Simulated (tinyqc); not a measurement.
Three ways to interpolate a mass: alloy A(1-x)B(x) by interpolation with bowing.

Each gap follows E(x) = (1 - x) E_A + x E_B - C x (1 - x); the lattice constant follows Vegard, a(x) = (1 - x) a_A + x a_B.

Mass at Gamma from the Kane formula 1/m = F + Ep (Eg + 2 Dso/3)/(Eg (Eg + Dso)). F is fixed by the masses of A and B and interpolated linearly, as is Ep; Eg and Dso carry their bowing.

Inputs chosen for the exercise (A near InAs, B near GaAs; shifted at random, so the results belong to these values and not to a real crystal): Eg = (0.421, 1.535) eV (gap at Gamma to the s-like level of A, B); Dso = (0.391, 0.338) eV (spin-orbit splitting of A, B); Ep = (21.5, 25.5) eV (Kane energy of A, B); me = (0.0257, 0.0664) m0 (electron mass at Gamma of A, B); C = (0.562, 1.483, 0.348) eV (bowing of the Gamma, X and L gaps); Cs = 0.13 eV (bowing of Dso).

Linear in m, linear in 1/m, and the Kane formula.

Masses (m0):

| x | Eg (eV) | linear in m | linear in 1/m | Kane | Kane m/Eg (1/eV) |
|---|---|---|---|---|---|
| 0.000 | 0.421 | 0.0257 | 0.0257 | 0.0257 | 0.0610 |
| 0.125 | 0.499 | 0.0308 | 0.0278 | 0.0291 | 0.0584 |
| 0.250 | 0.594 | 0.0359 | 0.0304 | 0.0333 | 0.0560 |
| 0.500 | 0.838 | 0.0461 | 0.0371 | 0.0432 | 0.0516 |
| 0.625 | 0.986 | 0.0511 | 0.0417 | 0.0488 | 0.0495 |
| 0.750 | 1.151 | 0.0562 | 0.0476 | 0.0546 | 0.0474 |
| 0.875 | 1.334 | 0.0613 | 0.0554 | 0.0605 | 0.0454 |
| 1.000 | 1.535 | 0.0664 | 0.0664 | 0.0664 | 0.0433 |

Give the missing row, x = 0.375.

Computed row:
```
x      Eg (eV)  linear in m  linear in 1/m    Kane  Kane m/Eg (1/eV)
0.375    0.707       0.0410         0.0334  0.0380            0.0537
```

At x = 0.5 the three give 0.0461, 0.0371 and 0.0432; judged by the largest distance, the Kane value is closer to the interpolation in m (largest distances 0.0030 m0 from the rule in m, 0.0071 m0 from the rule in 1/m). The ratio m/Eg varies by a factor of 1.41 while the gap varies by 3.65; a constant ratio is the two-band rule m = Eg/Ep at fixed Ep.

Computed by tinyqc, a small Python program: `OMP_NUM_THREADS=1 python tinyqc.py 1050116 1050117 out.jsonl` (the numbers bound the seed that draws the inputs); one thread of a shared host (Intel(R) Xeon(R) Processor @ 2.30GHz), about 0.01 s for the whole set of steps.
